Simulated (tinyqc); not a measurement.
Worked calculation: plasmons of a degenerate electron gas in the random-phase approximation. Values are carried at full precision from step to step, so a last printed digit may differ when a step is redone from the rounded ones.

Zero temperature, parabolic band: kF = (3 pi^2 n)^(1/3), EF = c kF^2/m, Ep^2 = 8 pi c e2 n/(m eb), qTF^2 = 6 pi e2 n/(eb EF), c = hbar^2/2m0, e2 = e^2/(4 pi eps0), n in 1/angstrom^3 (1e-24 per 1/cm^3).

Constants: hbar^2/2m0 = 3.80998211 eV angstrom^2; e^2/(4 pi eps0) = 14.39964547 eV angstrom; a0 (Bohr radius) = 0.5291772105 angstrom.

Parameters, chosen for this exercise (mass and background constant near those of InP; polar phonons, which mix with the plasmon in the real crystal, and the rise of the mass with filling are left out; not measured data):

| symbol | value | unit | meaning |
|---|---|---|---|
| n | 1.3e+19 | 1/cm^3 | electron density |
| m | 0.0803 | m0 | mass |
| eb | 9.53 |  | background dielectric constant |
| q | 0.0152 | 1/angstrom | wave vector |
| E | 53.1 | meV | energy transfer |
| qp | 0.019 | 1/angstrom | wave vector of the plasmon |

## Scales of the gas

Also rs = (3/(4 pi n))^(1/3) m/(a0 eb).

kF = 0.072742 1/angstrom
EF = 251.06 meV
Ep = 153.05 meV
qTF = 0.038403 1/angstrom
hbar vF = 6.9028 eV angstrom
rs = 0.420

Ep/EF = 0.610. With rs below 1 the random-phase approximation is within its range.

## The dielectric function at one point

Lindhard function: eps(q, E)/eb = 1 + (qTF/q)^2 (f1 + i f2) with z = q/(2 kF), u = E/(hbar vF q), hbar vF = 2 c kF/m; f1 = 1/2 + [h(z - u) + h(z + u)]/(8 z), h(x) = (1 - x^2) ln|(x + 1)/(x - 1)|; f2 = pi u/2 for z + u < 1, (pi/(8 z))(1 - (z - u)^2) for |z - u| < 1 < z + u, else 0. Pairs exist for c (q^2 - 2 q kF)/m < E < c (q^2 + 2 q kF)/m.

E in eV is E/1000. Give also the loss function Im(-eb/eps).

z, u: 0.1045  0.5061

f1, f2: 0.7112  0.7950

eps/eb = 5.540+5.074i
loss function = 0.090

The point lies inside the pair continuum, so eps has an imaginary part.

## The plasmon at one wave vector

Solve f1 (qTF/q)^2 = -1 above the continuum, and compare with E^2 = Ep^2 + (3/5)(hbar vF q)^2 + (c q^2/m)^2.

top of the continuum = 148.3 meV
plasmon energy = 187.3 meV
short formula = 184.5 meV

The plasmon lies 39 meV above the continuum and 22.4 % above Ep; the short formula errs by -1.49 %.

## Where Landau damping starts

Find qc at which the plasmon meets the top of the continuum, eps(qc, c (qc^2 + 2 qc kF)/m) = 0, and compare with Ep/(hbar vF).

qc = 0.02912 1/angstrom
qc/kF = 0.400
energy there = 241.2 meV
Ep/(hbar vF) = 0.02217 1/angstrom

The simple estimate is 0.761 times qc.

## Checks

- F-sum of the loss function at q = 1.3 qc over (pi/2) Ep^2 against 1: both 1.00.
- f1 at E = 0 and z = 0.6 against the static Lindhard function: both 0.86968.

Program tinyqc; command `OMP_NUM_THREADS=1 python tinyqc.py 1680257 1680258 out.jsonl`; about 0.01 s on one thread of a shared Intel(R) Xeon(R) Processor @ 2.30GHz.
